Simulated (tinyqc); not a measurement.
p-type polysilicon, carrier trapping at grain boundaries: effect of the doping.

One-dimensional grains of size Lg, uniform ionised doping N, monovalent traps Qt at each boundary at a depth Et below (for electrons) or above (for holes) the band edge there, abrupt depletion of width W on each side of a boundary, Boltzmann statistics. xi is the distance from the band edge at the grain centre to the Fermi level. Trapped charge Qt/(1 + exp((xi + VB - Et)/Vt)) = 2 N W, barrier VB = q N W^2/(2 eps0 eps_r).

If the trap equation with xi = Vt ln(NB/N) has a root W < Lg/2, the grain is partly depleted; otherwise W = Lg/2 and the trap equation gives xi = Et - VB + Vt ln(Qt/(N Lg) - 1). N* = Qt/Lg. n0 = NB exp(-xi/Vt); mean density n0 (1 - 2 W/Lg) by charge balance in a partly depleted grain, and n0 (sqrt(pi)/2) erf(u)/u with u = sqrt(VB/Vt) in a fully depleted one; v = sqrt(kB T/(2 pi ms m0)); barrier resistivity Vt exp(VB/Vt)/(q fe n0 v Lg); grain resistivity (1 - 2 W/Lg)/(q n0 mug); effective mobility 1/(q mean density total resistivity). Rows with xi above 0.45 V, towards mid-gap, are left out, since the other carrier type is ignored.

Parameters, values chosen for the exercise; values of the order met in polycrystalline silicon:

| symbol | value | unit | meaning |
|---|---|---|---|
| T | 250 | K | temperature |
| eps_r | 11.7 |  | relative permittivity |
| NB | 2.02e19 | cm^-3 | valence-band density of states at T |
| Lg | 72 | nm | grain size |
| Qt | 3.7e12 | cm^-2 | trap density of a grain boundary |
| Et | 0.38 | eV | depth of the trap level from the majority band edge at the boundary |
| ms | 0.52 | m0 | mass for thermionic emission |
| fe | 0.12 |  | correction factor of the emission rate |
| mug | 46 | cm^2/(V s) | mobility inside the grains |

Constants: q = 1.602176634e-19 C, kB = 1.380649e-23 J/K, m0 = 9.1093837015e-31 kg, Vt = kB T/q, eps0 = 8.8541878128e-14 F/cm where lengths are in cm. Results are converted to the units shown.

Effect of the doping:
columns A: N (cm^-3); B: N/N*; C: depleted share 2 W/Lg; D: VB (V); E: xi (V); F: mean density (cm^-3); G: resistivity (ohm cm); H: effective mobility (cm^2/(V s))
```
A              B         C         D         E          F         G          H
2.6e16  0.050595    1.0000  0.026057   0.41711  5.5926e10  1.9426e6     57.452
4.7e16  0.091459    1.0000  0.047103   0.38236  2.2848e11  1.0283e6     26.564
8.7e16   0.16930    1.0000  0.087191   0.32708  2.2585e12  5.0795e5     5.4407
1.6e17   0.31135    1.0000   0.16035   0.23675  1.1074e14  2.2897e5    0.24617
2.9e17   0.56432   0.98783   0.28361  0.091420  3.5284e15     82180   0.021525
5.3e17    1.0314   0.72384   0.27830  0.078430  1.4636e17     35148  0.0012133
9.8e17    1.9070   0.50215   0.24765  0.065188  4.8790e17    4582.6  0.0027916
1.8e18    3.5027   0.28543   0.14697  0.052090  1.2862e18    23.355    0.20778
3.3e18    6.4216   0.15572  0.080199  0.039031  2.7861e18   0.60770     3.6864
6.1e18    11.870  0.084244  0.043387  0.025796  5.5861e18  0.076503     14.605
```

As N goes from 2.6e16 to 6.1e18, VB goes from 0.0261 through a maximum of 0.284 (at N = 2.9e17 among the rows listed) to 0.0434 V, the resistivity falls from 1.94e6 to 0.0765 ohm cm and the effective mobility goes from 57.5 through a minimum of 0.00121 (at N = 5.3e17 among the rows listed) to 14.6 cm^2/(V s). The steepest fall of the resistivity among the rows, as N^(-8.7), lies between N = 9.8e17 and 1.8e18 cm^-3; N* = 5.14e17 cm^-3. While the grain is fully depleted VB grows as N; once the traps are full it falls as 1/N. For N = 1.8e18, 3.3e18, 6.1e18 xi is under 2.5 Vt, where Boltzmann statistics begin to fail. For N = 2.9e17 the grain is near the changeover between partial and full depletion, within a few Debye lengths, where both limits are rough. For N = 2.6e16 the effective mobility exceeds mug, since drift through the depleted part of the grain is left out.

tinyqc, about 0.01 s, one thread, Intel Xeon 2.30GHz (shared host): `OMP_NUM_THREADS=1 python tinyqc.py 2830191 2830192 out.jsonl`
